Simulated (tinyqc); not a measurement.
Exchange-only LDA atom on a uniform radial grid, spin-unpolarised, for He, step by step. Computed by tinyqc, a small Python program that keeps every step. Settings: Z = 2, points = 192, R = 7.9, functional = Slater exchange alone, mixing = 0.2, iteration cap = 77. Command: `OMP_NUM_THREADS=1 python tinyqc.py 31806 31807 out.jsonl` (the two numbers bound the seeds that draw the settings). One thread of a shared host (Intel(R) Xeon(R) Processor @ 2.60GHz), about 0.5 s of CPU time with the checks. Later iterations appear only in the table of the cycle.

## Iteration 1

Spherical atom on a uniform radial grid r_j = j h with h = R/(N + 1), h sum u^2 = 1 and integrals as h times sums, u(0) = u(R) = 0 (atomic units):
```
parameter           value
Z                       2
points N              192
R                7.900000
h                0.040933
mixing           0.200000
electrons in 1s         2
```

Three-point differences turn -u''/2 + [l(l+1)/2r^2 - Z/r + V] u = e u into a tridiagonal matrix (diagonal 1/h^2 + potential, off-diagonal -1/2h^2). D = sum f u^2; the Hartree potential y/r solves y'' = -D/r with y(0) = 0, y(R) = N_e; v_xc comes from rho = D/(4 pi r^2); E = sum f e - int D V + int D (V_H/2 + eps_xc); V(new) = V + mixing (V_H + v_xc - V).

eigenvalues (hartree): 1s -1.99666

Every 12th grid point:
```
r           V in     u(1s)         D      V_H       v_xc
0.49119  0.00000   1.03976   2.16219  2.93956   -0.87980
0.98238  0.00000   0.77946   1.21511  1.91699   -0.45737
1.47358  0.00000   0.43824   0.38412  1.34242   -0.23777
1.96477  0.00000   0.21902   0.09594  1.01598   -0.12361
2.45596  0.00000   0.10262   0.02106  0.81408   -0.06426
2.94715  0.00000   0.04616   0.00426  0.67859   -0.03341
3.43834  0.00000   0.02018   0.00081  0.58167   -0.01737
3.92953  0.00000   0.00865   0.00015  0.50897   -0.00903
4.42073  0.00000   0.00365  2.66e-05  0.45241   -0.00469
4.91192  0.00000   0.00152  4.61e-06  0.40717   -0.00244
5.40311  0.00000   0.00063  7.84e-07  0.37016   -0.00127
5.89430  0.00000   0.00026  1.31e-07  0.33931   -0.00066
6.38549  0.00000   0.00010  2.15e-08  0.31321   -0.00034
6.87668  0.00000  4.10e-05  3.37e-09  0.29084   -0.00018
7.36788  0.00000  1.45e-05  4.22e-10  0.27145   -0.00008
7.85907  0.00000  9.55e-07         0  0.25448  -1.31e-05
```

total energy = -2.5659490 hartree

## Iteration 2

As before.

eigenvalues (hartree): 1s -1.64295

Every 12th grid point:
```
r           V in     u(1s)         D      V_H       v_xc
0.49119  0.41195   1.01274   2.05128  2.86404   -0.86449
0.98238  0.29192   0.78938   1.24624  1.89580   -0.46125
1.47358  0.22093   0.46811   0.43826  1.33759   -0.24846
1.96477  0.17847   0.24870   0.12370  1.01499   -0.13454
2.45596  0.14996   0.12450   0.03100  0.81389   -0.07310
2.94715  0.12904   0.06005   0.00721  0.67855   -0.03981
3.43834  0.11286   0.02824   0.00159  0.58166   -0.02172
3.92953  0.09999   0.01304   0.00034  0.50896   -0.01187
4.42073  0.08954   0.00594   0.00007  0.45241   -0.00649
4.91192  0.08095   0.00267  1.43e-05  0.40717   -0.00356
5.40311  0.07378   0.00119  2.85e-06  0.37016   -0.00195
5.89430  0.06773   0.00053  5.58e-07  0.33931   -0.00107
6.38549  0.06257   0.00023  1.07e-07  0.31321   -0.00058
6.87668  0.05813   0.00010  1.95e-08  0.29084   -0.00032
7.36788  0.05427  3.72e-05  2.76e-09  0.27145   -0.00016
7.85907  0.05089  2.51e-06  1.26e-11  0.25448  -2.49e-05
```

total energy = -2.6225796 hartree

## Convergence

Stop when input and output potentials agree to 1e-7.

Course of the cycle (hartree):
```
iteration           E     e(1s)  largest |V(out) - V(in)|
1          -2.5659490  -1.99666                  2.44e+00
2          -2.6225796  -1.64295                  1.85e+00
3          -2.6596601  -1.37395                  1.39e+00
4          -2.6832092  -1.16952                  1.04e+00
5          -2.6977246  -1.01424                  7.78e-01
6          -2.7064227  -0.89629                  5.79e-01
7          -2.7115024  -0.80667                  4.31e-01
8          -2.7144029  -0.73853                  3.20e-01
9          -2.7160281  -0.68666                  2.38e-01
10         -2.7169251  -0.64712                  1.78e-01
11         -2.7174148  -0.61693                  1.34e-01
...               ...       ...                       ...
62         -2.7179932  -0.51537                  8.29e-07
63         -2.7179932  -0.51537                  6.61e-07
64         -2.7179932  -0.51536                  5.27e-07
65         -2.7179932  -0.51536                  4.20e-07
66         -2.7179932  -0.51536                  3.34e-07
67         -2.7179932  -0.51536                  2.67e-07
68         -2.7179932  -0.51536                  2.12e-07
69         -2.7179932  -0.51536                  1.69e-07
70         -2.7179932  -0.51536                  1.35e-07
71         -2.7179932  -0.51536                  1.07e-07
72         -2.7179932  -0.51536                  8.57e-08
```

Converged in 72 iterations. A uniform grid resolves the cusp poorly: for a bare nucleus this grid gives 1s at -1.99666 against -Z^2/2 = -2 hartree. Before convergence this energy mixes input and output and is not variational, so it may rise towards its limit.
